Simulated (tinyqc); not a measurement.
Changing the mode mass M: one anharmonic mode: perturbation theory, self-consistent phonons and exact levels. Computed by tinyqc, a small Python program. Command: `OMP_NUM_THREADS=1 python tinyqc.py 3029428 3029429 out.jsonl scp sweep`. One thread of a shared host (Intel(R) Xeon(R) Processor @ 2.30GHz), about 0.06 s of CPU time with the checks.

V(x) = k x^2/2 + b x^4 for one coordinate x of mass M. A constant K > 0 gives hbar Omega = sqrt((hbar^2/u) K/M) with K in eV/angstrom^2 and M in u.

Inputs (values chosen for the exercise, for a model mode): harmonic constant k = 30.1 eV/angstrom^2; quartic constant b = 7960 eV/angstrom^4; temperature T = 200 K; mixing = 0.4.

Shape: single well.

Constants: hbar^2/u = 4.18015928e-03 eV angstrom^2; k_B = 8.617333262e-05 eV/K.

Method:
- Self-consistent phonon, centred at x = 0: K = k + 12 b <x^2>, <x^2> = (hbar Omega/(2K)) coth(hbar Omega/(2 k_B T)).
- Start at K = |k|; K(new) = K + mixing x (K_out - K), but at least K/20; stop when |K_out - K| < 1e-9 |k| or after 90 steps.
- Its free energy is F = k_B T ln[2 sinh(hbar Omega/(2 k_B T))] + (k - K)<x^2>/2 + 3 b <x^2>^2, an upper bound to the exact one.
- Basis: oscillator states n of the constant |k|, with x = s (a + a+), s^2 = hbar Omega/(2|k|); H = hbar Omega (n + 1/2) + (k - |k|) x^2/2 + b x^4, with exact matrix elements of x^2 and x^4.
- Exact values use 120 basis states: F = -k_B T ln sum exp(-E_n/(k_B T)), and <x^2> is the Boltzmann mean.

One run for each value:
```
mode mass M (u)  E_1 - E_0 (meV)  self-consistent quantum (meV)  exact <x^2> (angstrom^2)
13                        183.19                         189.17                8.7324e-04
21                        135.67                         139.78                7.3062e-04
35                         98.82                         101.65                6.0488e-04
57                         73.24                          75.48                5.1031e-04
94                         54.05                          56.17                4.3932e-04
150                        40.83                          43.06                3.9408e-04
250                        30.17                          32.55                3.6227e-04
420                        22.28                          24.71                3.4262e-04
```

What does the table show, and why?

Over the rows, E_1 - E_0 (meV) falls from 183 to 22.3 (exponent d ln y / d ln x -0.63 between the first rows and -0.58 between the last); self-consistent quantum (meV) falls from 189 to 24.7 (exponent d ln y / d ln x -0.63 between the first rows and -0.53 between the last); exact <x^2> (angstrom^2) falls from 8.73e-4 to 3.43e-4 (exponent d ln y / d ln x -0.37 between the first rows and -0.11 between the last). At the high end the exponent of self-consistent quantum is -0.53, close to -0.50: the harmonic or classical law.
